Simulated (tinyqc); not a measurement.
Changing the trap density Q_t: grain-boundary trapping model (Seto) of a polycrystalline semiconductor film. Computed by tinyqc, a small Python program. Command: `OMP_NUM_THREADS=1 python tinyqc.py 3013828 3013829 out.jsonl poly sweep`. One thread of a shared host (Intel(R) Xeon(R) Processor @ 2.30GHz), about 0.01 s of CPU time with the checks.

Grains of equal size L are joined by thin boundaries with one trap level. Trapped carriers deplete a width W on each side and raise a barrier, crossed by thermionic emission. Dopants are fully ionised, statistics are non-degenerate and mu_g does not depend on T.

Inputs (values chosen for the exercise, modelled on polycrystalline silicon):
```
quantity                                     value        unit
permittivity eps                              11.7           -
effective mass m                              0.43         m_0
effective density of states at 300 K, N_c    2e+19      1/cm^3
grain size L                                    44          nm
trap level E_t below the band edge            0.46          eV
doping N                                   3.2e+17      1/cm^3
mobility inside the grains mu_g                 99  cm^2/(V s)
temperature T                                  350           K
```

Grain interior: resistance included.

Constants: k_B = 8.617333262e-05 eV/K; e = 1.602176634e-19 C; eps_0 = 8.8541878128e-12 F/m; m_0 = 9.1093837015e-31 kg; k_B = 1.380649e-23 J/K.

Method:
- N_c(T) = N_c (T/300 K)^(3/2). Filled traps Q = Q_t/(1 + (1/2) exp((E_t* - E_F)/k_B T)), where E_t* = e V_B - E_t and E_F are counted from the band edge at the grain centre. Partial depletion: Q = 2 N W, V_B = e N W^2/(2 eps eps_0), E_F = k_B T ln(N/N_c); solve for W. If that W would exceed L/2 the grain is fully depleted: W = L/2, Q = N L, and E_F follows from the trap equation. Centre density n_0 = N_c exp(E_F/k_B T).
- Boundary: sigma_b = L e^2 n_0 exp(-e V_B/k_B T)/sqrt(2 pi m k_B T); drift through the grain, depleted parts included: rho_g = [(1 - 2W/L) + (2W/L) int_0^1 exp(y^2 s^2) ds]/(e n_0 mu_g); rho = 1/sigma_b + rho_g. Mean carrier density n_av = n_0 [(1 - 2W/L) + (2W/L) (sqrt(pi)/2) erf(y)/y], y = sqrt(e V_B/k_B T); effective mobility 1/(e n_av rho).
- E_a = d ln(rho)/d(1/k_B T) from T - 5 K and T + 5 K; temperature coefficient d ln(rho)/dT.

One run for each value; columns: (1) trap density Q_t (1/cm^2); (2) resistivity rho (ohm cm); (3) barrier V_B (V); (4) effective mobility (cm^2/(V s)); (5) activation energy E_a (eV):
```
(1)              (2)      (3)     (4)          (5)
1.10e+11  2.2806e-01  0.00073  85.580  -1.9280e-03
1.70e+11  2.2946e-01  0.00175  85.199  -1.7950e-03
2.70e+11  2.3386e-01  0.00440  84.157  -1.3343e-03
4.20e+11  2.4770e-01  0.01066  81.321   2.8087e-04
6.70e+11  3.0880e-01  0.02712  71.060   7.7363e-03
1.10e+12  8.4323e-01  0.07309  35.518   4.6426e-02
1.70e+12  1.3310e+03  0.11977  13.823   4.7993e-01
2.70e+12  5.8894e+03  0.11977  13.823   4.7993e-01
4.20e+12  1.2727e+04  0.11977  13.823   4.7993e-01
```

Over the rows, resistivity rho (ohm cm) rises from 0.228 to 12700 (exponent d ln y / d ln x 0.014 between the first rows and 1.7 between the last); barrier V_B (V) rises from 7.31e-4 to 0.120, flat over part of the range; effective mobility (cm^2/(V s)) falls from 85.6 to 13.8, flat over part of the range. At the low end the exponent of barrier V_B is 2.00, close to 2: V_B = e Q_t^2/(8 eps eps_0 N). At the high end the exponent of barrier V_B is 0.00, close to 0: the barrier is set by N and L, or pinned by the trap level. Lowering Q_t, as passivation does, from the last row to the first cuts rho by 4.7 decades.

Caution (rows 1.10e11, 1.70e11, 2.70e11, 4.20e11, 6.70e11): e V_B is below 2 k_B T, where the depletion approximation fails and the mean density does not balance the trapped charge.
